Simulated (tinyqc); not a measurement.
From results back to parameters: donor level screened by free carriers (Yukawa potential). Three cases, with inputs chosen for the exercise.

Problem. With Debye screening alone, ks^2 = 4 pi q n/(eps kB T), 1e18/cm^3 = 1e-6/angstrom^3. The converged binding was computed from a hidden density.

Potential -(q/(eps r)) exp(-ks r), q = e^2/(4 pi eps0). In units Ry* = Ry m/eps^2 and a* = a0 eps/m the problem is [-Laplacian - 2 exp(-x r)/r] psi = E psi with x = ks a*.

Converged values use 18 functions exp(-z r), z = 1.55^i, i = -11 to 6: S = 2/A^3, H = z_i z_j S - 2/(A + x)^2, A = z_i + z_j.

Constants: e^2/(4 pi eps0) = 14.39964547 eV angstrom; kB = 8.617333262e-05 eV/K.

Find: x; n.

Method. The binding in Ry* falls steadily with x, so bisection gives x; then n = (x/a*)^2 eps kB T/(4 pi q).

Case 1.

Values chosen (out of a larger set: near those of a donor in GaN, with one mean mass; not measured data): eps = 9.4 (dielectric constant); T = 400 K (temperature).

Ry* = 31.874 meV
a* = 24.03 angstrom
binding = 3.8266 meV

Solution.

x = 0.740
n = 1.7 x 1e18/cm^3

Case 2.

Values chosen (out of a larger set: near those of a donor in InP, with one mean mass; not measured data): eps = 12.2 (dielectric constant); T = 77 K (temperature).

Ry* = 7.496 meV
a* = 78.73 angstrom
binding = 1.5899 meV

Solution.

x = 0.600
n = 0.026 x 1e18/cm^3

Case 3.

Values chosen (out of a larger set: near those of a donor in GaAs, with one mean mass; not measured data): eps = 13.2 (dielectric constant); T = 300 K (temperature).

Ry* = 5.154 meV
a* = 105.84 angstrom
binding = 3.2528 meV

Solution.

x = 0.215
n = 0.0078 x 1e18/cm^3

Computed by tinyqc, one run a case: `OMP_NUM_THREADS=1 python tinyqc.py N N+1 out.jsonl` with N = 1281840, 1281904, 1281924; one thread of a shared Intel(R) Xeon(R) Processor @ 2.30GHz, about 0.03 s a run at most.
